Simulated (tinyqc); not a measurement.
Stacked nanosheet transistor, parasitic resistance, capacitance and delay: one step of the calculation.

Ns sheets share one contact on top; each has perimeter p = 2 (Ws + ts) and cross-section A = Ws ts; contact width Wc = Ws + 10 nm, stack height Hs = Ns pv. Sheet 1 is the top one. Contact length Lc = CPP - Lg - 2 Lsp, shared by two neighbouring gates. Source and drain sides are equal. The formulas are first-order estimates, not field solutions.

Problem. Geometry and resistances. Epitaxy sheet resistance Rsh = re/te, transfer length LT = sqrt(rc/Rsh), contact Rc = [sqrt(rc Rsh)/Wc] coth(Lc/(2 LT)); extension of one sheet Rx = rx Lsp/A. Effective width N p; for equal currents and rv = 0 one side has Rc + Rx/N.

Inputs (values chosen for the exercise); values close to those of silicon logic devices:
- Ns = 2 (number of sheets)
- Ws = 30 nm (sheet width)
- ts = 7 nm (sheet thickness)
- CPP = 48 nm (contacted gate pitch)
- Lg = 12 nm (gate length)
- Lsp = 7 nm (spacer length)
- rc = 2.2e-9 ohm cm^2 (contact resistivity)
- re = 0.00058 ohm cm (resistivity of the source-drain epitaxy)
- te = 30 nm (current-carrying depth of the epitaxy)
- rx = 0.001 ohm cm (resistivity of the extension)

Find: Lc; effective width; Rsh; LT; Rc; Rx; one side times effective width.

Solution.

Lc = 22.00 nm
effective width = 148.0 nm
Rsh = 193.3 ohm
LT = 33.73 nm
Rc = 517.6 ohm
Rx = 333.3 ohm
one side times effective width = 101.3 ohm um

Computed by the program tinyqc: `OMP_NUM_THREADS=1 python tinyqc.py 2170115 2170116 out.jsonl`, one thread of a shared Intel Xeon 2.30GHz, about 0.09 s for the whole run.
